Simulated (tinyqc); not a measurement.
Worked calculation (part 2 of 2): coupled-perturbed Hartree-Fock on RHF in the sto-3g basis, for BeH2, spin multiplicity 1. Computed by tinyqc, a small Python program that keeps every step (integrals from PySCF). Command: `OMP_NUM_THREADS=1 python tinyqc.py 25841 25842 out.jsonl` (the two numbers bound the seeds that draw the settings). One thread of a shared host (Intel(R) Xeon(R) Processor @ 2.60GHz), about 0.2 s of CPU time with the checks.

Geometry (angstrom):
```
atom,x,y,z
Be,0.000000,0.000000,0.000000
H,0.000000,1.560000,0.094000
H,0.000000,-1.648000,0.099000
```

## Integrals over molecular orbitals

coefficients C:
```
,MO1,MO2,MO3,MO4,MO5,MO6,MO7
1Be 1s,0.991896,-0.208366,-0.036929,0.038395,0.000000,-0.225363,-0.016219
1Be 2s,0.030916,0.603646,0.118039,-0.160189,0.000000,1.014958,0.103360
1Be 2px,0.000000,0.000000,0.000000,0.000000,1.000000,0.000000,0.000000
1Be 2py,0.000192,0.088502,-0.487126,0.003477,0.000000,-0.060536,1.184143
1Be 2pz,-0.000054,0.013195,0.002064,0.985790,0.000000,0.172774,0.008926
2H 1s,-0.003846,0.462807,-0.353225,0.080920,0.000000,-0.670814,-0.873983
3H 1s,-0.003802,0.307545,0.503880,0.086274,0.000000,-0.747883,0.731192
```

core Hamiltonian H = T + V (hartree):
```
,1Be 1s,1Be 2s,1Be 2px,1Be 2py,1Be 2pz,2H 1s,3H 1s
1Be 1s,-8.526244,-2.103313,0.000000,-0.001373,-0.001507,-0.350132,-0.288567
1Be 2s,-2.103313,-2.741172,0.000000,-0.009175,-0.014194,-0.975663,-0.873615
1Be 2px,0.000000,0.000000,-2.214778,0.000000,0.000000,0.000000,0.000000
1Be 2py,-0.001373,-0.009175,0.000000,-2.389139,-0.000548,-1.080849,0.991672
1Be 2pz,-0.001507,-0.014194,0.000000,-0.000548,-2.215409,-0.066272,-0.060610
2H 1s,-0.350132,-0.975663,0.000000,-1.080849,-0.066272,-1.981774,-0.042679
3H 1s,-0.288567,-0.873615,0.000000,0.991672,-0.060610,-0.042679,-1.910975
```

Given earlier and not repeated: Two-electron integrals (ij|kl) in chemists' order.

(pq|rs) = sum C_ip C_jq C_kr C_ls (ij|kl), one index at a time.

one-electron integrals over orbitals h = C^T H C (hartree):
```
,1,2,3,4,5,6,7
1,-8.514997,0.203624,0.036690,-0.038088,0.000000,0.200281,0.012275
2,0.203624,-2.278407,0.009591,0.023114,0.000000,-0.240741,-0.066809
3,0.036690,0.009591,-2.194430,0.007760,0.000000,-0.078609,0.307336
4,-0.038088,0.023114,0.007760,-2.208924,0.000000,-0.043004,-0.001360
5,0.000000,0.000000,0.000000,0.000000,-2.214778,0.000000,0.000000
6,0.200281,-0.240741,-0.078609,-0.043004,0.000000,-1.892017,0.003810
7,0.012275,-0.066809,0.307336,-0.001360,0.000000,0.003810,-1.862008
```

Two-electron integrals over orbitals (pq|rs), unique and non-zero (hartree):
```
p,q,r,s,(pq|rs)
1,1,1,1,2.272029
2,1,1,1,-0.183220
2,1,2,1,0.023003
2,2,1,1,0.454578
2,2,2,1,-0.004696
2,2,2,2,0.393675
3,1,1,1,-0.032309
3,1,2,1,0.003116
3,1,2,2,-0.004941
3,1,3,1,0.005487
3,2,1,1,0.002218
3,2,2,1,-0.002445
3,2,2,2,-0.057511
3,2,3,1,0.009623
3,2,3,2,0.137202
3,3,1,1,0.413115
3,3,2,1,-0.003043
3,3,2,2,0.361477
3,3,3,1,0.003056
3,3,3,2,0.046599
3,3,3,3,0.422220
4,1,1,1,0.032831
4,1,2,1,-0.003875
4,1,2,2,0.002041
4,1,3,1,-0.000732
4,1,3,2,0.000046
4,1,3,3,0.001094
4,1,4,1,0.016074
4,2,1,1,-0.017964
4,2,2,1,0.001106
4,2,2,2,0.006200
4,2,3,1,0.000164
4,2,3,2,-0.002188
4,2,3,3,0.006796
4,2,4,1,0.014163
4,2,4,2,0.046613
4,3,1,1,-0.004657
4,3,2,1,0.000240
4,3,2,2,-0.003456
4,3,3,1,-0.000094
4,3,3,2,0.010853
4,3,3,3,0.005546
4,3,4,1,0.002552
4,3,4,2,0.005892
4,3,4,3,0.014560
4,4,1,1,0.566798
4,4,2,1,-0.007157
4,4,2,2,0.350856
4,4,3,1,-0.001207
4,4,3,2,0.000602
4,4,3,3,0.330970
4,4,4,1,-0.004135
4,4,4,2,-0.022628
4,4,4,3,-0.005071
4,4,4,4,0.450956
5,1,5,1,0.015741
5,2,5,1,0.014667
5,2,5,2,0.046183
5,3,5,1,0.002645
5,3,5,2,0.005929
5,3,5,3,0.013150
5,4,5,1,-0.002683
5,4,5,2,-0.007151
5,4,5,3,-0.001390
5,4,5,4,0.025049
5,5,1,1,0.569186
5,5,2,1,-0.007066
5,5,2,2,0.351722
5,5,3,1,-0.001206
5,5,3,2,0.000553
5,5,3,3,0.330773
5,5,4,1,0.001081
5,5,4,2,-0.008927
5,5,4,3,-0.002429
5,5,4,4,0.400364
5,5,5,5,0.449859
6,1,1,1,-0.189576
6,1,2,1,0.024010
6,1,2,2,-0.005999
6,1,3,1,0.004823
6,1,3,2,0.000644
6,1,3,3,-0.002383
6,1,4,1,-0.001802
6,1,4,2,0.003127
6,1,4,3,0.000568
6,1,4,4,-0.006560
6,1,5,5,-0.005671
6,1,6,1,0.025967
6,2,1,1,0.133399
6,2,2,1,-0.005710
6,2,2,2,-0.018457
6,2,3,1,-0.000441
6,2,3,2,0.017648
6,2,3,3,-0.033200
6,2,4,1,0.003097
6,2,4,2,-0.004108
6,2,4,3,-0.000091
6,2,4,4,0.062861
6,2,5,5,0.066569
6,2,6,1,-0.004574
6,2,6,2,0.080107
6,3,1,1,0.038426
6,3,2,1,-0.001203
6,3,2,2,0.031748
6,3,3,1,-0.000351
6,3,3,2,-0.082811
6,3,3,3,-0.039269
6,3,4,1,0.000589
6,3,4,2,-0.000200
6,3,4,3,-0.010481
6,3,4,4,0.019033
6,3,5,5,0.019959
6,3,6,1,-0.001087
6,3,6,2,0.008974
6,3,6,3,0.090671
6,4,1,1,0.016694
6,4,2,1,0.000220
6,4,2,2,0.001607
6,4,3,1,-0.000103
6,4,3,2,-0.001108
6,4,3,3,-0.004994
6,4,4,1,0.014953
6,4,4,2,0.040749
6,4,4,3,0.008132
6,4,4,4,-0.000919
6,4,5,5,0.007281
6,4,6,1,0.002575
6,4,6,2,0.018284
6,4,6,3,0.005619
6,4,6,4,0.045943
6,5,5,1,0.015847
6,5,5,2,0.044797
6,5,5,3,0.009143
6,5,5,4,-0.004382
6,5,6,5,0.047936
6,6,1,1,0.458574
6,6,2,1,-0.006639
6,6,2,2,0.367937
6,6,3,1,-0.000019
6,6,3,2,0.013060
6,6,3,3,0.388989
6,6,4,1,0.006426
6,6,4,2,0.018525
6,6,4,3,0.005049
6,6,4,4,0.346665
6,6,5,5,0.350461
6,6,6,1,-0.005366
6,6,6,2,-0.020554
6,6,6,3,-0.015371
6,6,6,4,0.011096
6,6,6,6,0.396189
7,1,1,1,-0.013193
7,1,2,1,0.003458
7,1,2,2,0.006090
7,1,3,1,-0.008837
7,1,3,2,-0.015962
7,1,3,3,-0.005993
7,1,4,1,-0.000123
7,1,4,2,0.000139
7,1,4,3,0.000432
7,1,4,4,-0.000353
7,1,5,5,-0.000290
7,1,6,1,0.000750
7,1,6,2,-0.001016
7,1,6,3,-0.000632
7,1,6,4,0.000366
7,1,6,6,-0.002324
7,1,7,1,0.017744
7,2,1,1,0.034664
7,2,2,1,-0.000287
7,2,2,2,-0.015957
7,2,3,1,-0.004584
7,2,3,2,0.037273
7,2,3,3,0.007108
7,2,4,1,0.000188
7,2,4,2,-0.004177
7,2,4,3,0.008593
7,2,4,4,0.015721
7,2,5,5,0.016022
7,2,6,1,-0.001487
7,2,6,2,0.026235
7,2,6,3,-0.056754
7,2,6,4,0.002278
7,2,6,6,-0.000279
7,2,7,1,0.008136
7,2,7,2,0.061527
7,3,1,1,-0.146636
7,3,2,1,0.003920
7,3,2,2,-0.001245
7,3,3,1,-0.000439
7,3,3,2,-0.002680
7,3,3,3,0.016861
7,3,4,1,-0.000095
7,3,4,2,0.012091
7,3,4,3,0.003821
7,3,4,4,-0.068631
7,3,5,5,-0.069569
7,3,6,1,0.003315
7,3,6,2,-0.073142
7,3,6,3,-0.026041
7,3,6,4,-0.009747
7,3,6,6,0.018709
7,3,7,1,0.002076
7,3,7,2,-0.013331
7,3,7,3,0.083929
7,4,1,1,0.000577
7,4,2,1,-0.000318
7,4,2,2,-0.007525
7,4,3,1,0.001728
7,4,3,2,0.019504
7,4,3,3,0.007389
7,4,4,1,0.001147
7,4,4,2,0.005364
7,4,4,3,-0.010643
7,4,4,4,-0.000655
7,4,5,5,0.000048
7,4,6,1,0.000395
7,4,6,2,0.003129
7,4,6,3,-0.013143
7,4,6,4,0.001917
7,4,6,6,0.003198
7,4,7,1,-0.003018
7,4,7,2,0.004460
7,4,7,3,-0.000542
7,4,7,4,0.019999
7,5,5,1,0.001216
7,5,5,2,0.005853
7,5,5,3,-0.012265
7,5,5,4,-0.000387
7,5,6,5,0.002385
7,5,7,5,0.017159
7,6,1,1,-0.001947
7,6,2,1,0.001793
7,6,2,2,0.049632
7,6,3,1,-0.009186
7,6,3,2,-0.126864
7,6,3,3,-0.049117
7,6,4,1,0.000404
7,6,4,2,0.003142
7,6,4,3,-0.012535
7,6,4,4,0.000213
7,6,5,5,0.000665
7,6,6,1,-0.001017
7,6,6,2,-0.013832
7,6,6,3,0.087103
7,6,6,4,0.002675
7,6,6,6,-0.016072
7,6,7,1,0.015522
7,6,7,2,-0.046174
7,6,7,3,0.000089
7,6,7,4,-0.017623
7,6,7,6,0.130739
7,7,1,1,0.540567
7,7,2,1,-0.006969
7,7,2,2,0.403717
7,7,3,1,-0.002403
7,7,3,2,-0.021725
7,7,3,3,0.403422
7,7,4,1,0.001071
7,7,4,2,0.001835
7,7,4,3,-0.001706
7,7,4,4,0.375923
7,7,5,5,0.375350
7,7,6,1,-0.007369
7,7,6,2,-0.018356
7,7,6,3,0.011785
7,7,6,4,-0.003592
7,7,6,6,0.402993
7,7,7,1,0.001330
7,7,7,2,-0.009051
7,7,7,3,-0.005760
7,7,7,4,-0.002619
7,7,7,6,0.016518
7,7,7,7,0.450746
```

## Response to a field: uncoupled start

orbital energies (hartree): MO1 -4.536074, MO2 -0.412828, MO3 -0.365716, MO4 0.211075, MO5 0.213509, MO6 0.342237, MO7 0.670203

dipole integrals <a|z|i> (bohr):
```
,i1,i2,i3
a4,0.149264,0.945981,0.174083
a5,0.000000,0.000000,0.000000
a6,0.023848,0.072959,0.002888
a7,0.000929,-0.018906,0.112186
```

Field along z; U_ai = -mu_ai / (e_a - e_i), alpha = -4 sum U_ai mu_ai.

uncoupled U:
```
,i1,i2,i3
a4,-0.031443,-1.516229,-0.301813
a5,0.000000,0.000000,0.000000
a6,-0.004888,-0.096626,-0.004080
a7,-0.000178,0.017457,-0.108296
```

uncoupled polarisability = 6.044863 bohr^3

## Coupled step 1

U_ai = -(mu_ai + sum_bj [4 (ai|bj) - (ab|ij) - (aj|bi)] U_bj) / (e_a - e_i); alpha = -4 sum U_ai mu_ai.

U after step 1:
```
,i1,i2,i3
a4,-0.018356,-2.016709,-0.406105
a5,0.000000,0.000000,0.000000
a6,-0.002052,-0.156445,-0.016987
a7,0.000005,0.015424,-0.103236
```

polarisability = 8.018360 bohr^3

## Coupled step 2

As before.

U after step 2:
```
,i1,i2,i3
a4,-0.011362,-2.185718,-0.443965
a5,0.000000,0.000000,0.000000
a6,-0.000913,-0.174742,-0.021455
a7,0.000052,0.014337,-0.099016
```

polarisability = 8.683369 bohr^3

## Coupled polarisability

Repeat until U stops changing; compare with -d2E/dF2.

Course of the coupled iterations:
```
step,alpha (bohr^3)
0,6.044863
1,8.018360
2,8.683369
3,8.908940
4,8.985632
5,9.011738
6,9.020632
7,9.023666
8,9.024702
9,9.025056
10,9.025178
11,9.025219
12,9.025234
13,9.025239
14,9.025241
15,9.025241
16,9.025241
17,9.025241
18,9.025242
19,9.025242
20,9.025242
21,9.025242
22,9.025242
23,9.025242
```

coupled polarisability = 9.025242 bohr^3

finite-field check, fields of +/-0.001 au = 9.025209 bohr^3
